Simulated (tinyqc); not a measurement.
# Inputs raised by 5 %, one at a time

Model: rapid thermal processing of a wafer: radiative balance, ramp and cooling, pattern effects, pyrometer error and spike budget. Computed by tinyqc, a small Python program. Command: `OMP_NUM_THREADS=1 python tinyqc.py 3112209 3112210 out.jsonl rtp sens`. One thread of a shared host (Intel(R) Xeon(R) Processor @ 2.30GHz), about 0.1 s of CPU time with the checks.

The wafer is opaque and uniform through its thickness unless said otherwise; temperatures in formulas are in kelvin (C + 273.15). sigma = 5.670374419e-12 W/(cm^2 K^4).

Inputs (values chosen for the exercise, modelled on a hot silicon wafer): wafer thickness d = 775 micrometre; heat capacity per volume C = 2.12 J/(cm^3 K); thermal conductivity k = 0.26 W/(cm K); emissivity eps of each face = 0.56; reflectivity of the chamber walls r = 0.57; gas heat-transfer coefficient h, both faces together = 0.98 mW/(cm^2 K); wall temperature T_w = 500 K; process temperature = 657 C; starting temperature = 500 C; ramp rate = 150 K/s; relative change of absorptivity over a pattern = 14 %; period of the pattern = 0.67 mm; pyrometer wavelength = 2.3 micrometre; error of the assumed emissivity = 2.2 %; activation energy of the process E_a = 3.46 eV.

Constants: k_B = 8.617333262e-05 eV/K; h = 6.62607015e-34 J s; c = 299792458 m/s; k_B = 1.380649e-23 J/K.

Method:
- Effective emissivity between parallel grey plates: eps_eff = 1/(1/eps + 1/(1 - r) - 1). Loss per area q(T) = 2 eps_eff sigma (T^4 - T_w^4) + h (T - T_w).
- Absorbed power during a ramp = q(T) + C d x ramp rate; thermal time constant tau = C d/(dq/dT), dq/dT = 8 eps_eff sigma T^3 + h; natural cooling rate q/(C d); front-to-back difference under one-sided heating at the end of the ramp = (absorbed power) d/(2 k).
- Cooling with the lamps off: C d dT/dt = -q(T), integrated adaptively (relative tolerance 1e-10).
- Spike anneal: linear ramp to the peak, then lamps off. Equivalent time at the peak = int exp(-(E_a/k_B)(1/T - 1/T_peak)) dt; estimate (k_B T^2/E_a)(1/ramp rate + 1/cooling rate). The ramp part uses 4000 trapezoid steps, the cooling part 4000 steps over 4 tau.
- Time within 50 K of the peak from the same curves.
- At steady state a sinusoidal change of absorbed power of relative amplitude a and period p gives the temperature amplitude a q/(dq/dT + k d (2 pi/p)^2); healing length l = sqrt(k d/(dq/dT)); process change = E_a dT/(k_B T^2). Emissivity is taken as unchanged.
- Signal proportional to eps/(exp(c2/(lambda T)) - 1), c2 = h c/k_B. If the assumed emissivity is too high by the given error, the reading T' solves (1 + error)/(exp(c2/(lambda T')) - 1) = 1/(exp(c2/(lambda T)) - 1). Wien estimate: T' - T = -lambda T^2 ln(1 + error)/c2. Process rates go as exp(-E_a/(k_B T)).

Runs; columns: (1) input moved; (2) from; (3) to; (4) holding power q (W/cm^2); (5) equivalent time, total (s); (6) amplitude (K); (7) reading less true temperature (K):
```
(1)                                         (2)     (3)     (4)     (5)        (6)      (7)
base run                                      -       -  2.9222  1.4087  0.0023084  -2.9965
emissivity eps of each face                0.56   0.588  2.9924  1.3791  0.0023639  -2.9965
reflectivity of the chamber walls r        0.57  0.5985  2.7962  1.4655  0.0022089  -2.9965
activation energy of the process E_a (eV)  3.46   3.633  2.9222  1.3391  0.0023084  -2.9965
period of the pattern (mm)                 0.67  0.7035  2.9222  1.4087  0.0025450  -2.9965
thermal conductivity k (W/(cm K))          0.26   0.273  2.9222  1.4087  0.0021985  -2.9965
pyrometer wavelength (micrometre)           2.3   2.415  2.9222  1.4087  0.0023084  -3.1444
error of the assumed emissivity (%)         2.2    2.31  2.9222  1.4087  0.0023084  -3.1441
```

Exponents ln(y'/y) / ln(x'/x):
```
input                                 holding power q  equivalent time, total  amplitude  reading less true temperature
emissivity eps of each face                     0.487                  -0.436      0.487                          0.000
reflectivity of the chamber walls r            -0.903                   0.810     -0.903                          0.000
activation energy of the process E_a            0.000                  -1.039      0.000                          0.000
period of the pattern                           0.000                   0.000      2.000                          0.000
thermal conductivity k                          0.000                   0.000     -1.000                          0.000
pyrometer wavelength                            0.000                   0.000      0.000                          0.988
error of the assumed emissivity                 0.000                   0.000      0.000                          0.986
```

Which inputs matter most for each result?

Among the inputs moved here: holding power q answers most in size to reflectivity of the chamber walls r (exponent -0.903), next to emissivity eps of each face (+0.487); its exponent is below 0.0005 for activation energy of the process E_a, period of the pattern, thermal conductivity k, pyrometer wavelength, error of the assumed emissivity. Equivalent time, total answers most in size to activation energy of the process E_a (exponent -1.039), next to reflectivity of the chamber walls r (+0.810); its exponent is below 0.0005 for period of the pattern, thermal conductivity k, pyrometer wavelength, error of the assumed emissivity. Amplitude answers most in size to period of the pattern (exponent +2.000), next to thermal conductivity k (-1.000); its exponent is below 0.0005 for activation energy of the process E_a, pyrometer wavelength, error of the assumed emissivity. Its exponent +2.000 in period of the pattern: conduction smooths short periods. Reading less true temperature answers most in size to pyrometer wavelength (exponent +0.988), and about equally to error of the assumed emissivity (+0.986); its exponent is below 0.0005 for emissivity eps of each face, reflectivity of the chamber walls r, activation energy of the process E_a, period of the pattern, thermal conductivity k. Its exponent +0.988 in pyrometer wavelength: the Wien limit.

Caution (all rows): below about 600 C lightly doped silicon is partly transparent at this wavelength, so its emissivity is not yet the hot value early in the ramp.
